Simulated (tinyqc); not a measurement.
Worked calculation: LCCD on RHF in the sto-3g basis, for H3-, spin multiplicity 1. The basis has no diffuse functions, so it cannot describe the extra electron: this is an exercise in the method, not the real anion. One step of it, computed by the program tinyqc.

Question. LCCD: starting amplitudes. t_ij^ab = <ij||ab> / (e_i + e_j - e_a - e_b), whose energy is MP2.

orbital energies (hartree): MO1 -0.191356, MO2 0.217645, MO3 1.324459

Two-electron integrals over orbitals (pq|rs), unique and non-zero (hartree):
```
(11|11) 0.574256    (21|21) 0.163224    (22|11) 0.514323    (22|22) 0.554488
(31|11) 0.083103    (31|22) -0.029383   (31|31) 0.131412    (32|21) -0.137103
(32|32) 0.139044    (33|11) 0.602478    (33|22) 0.538974    (33|31) 0.100664
(33|33) 0.671626
```

Give: Starting amplitudes; correlation energy.

Answer.

Starting amplitudes (spin orbitals 1a, 1b, ...; amplitudes related by a flip of all spins are not repeated):
```
from      to        t
2a 2b  3a 3b  -0.0628
1a 1b  3a 3b  -0.0433
```

correlation energy = -0.014430 hartree
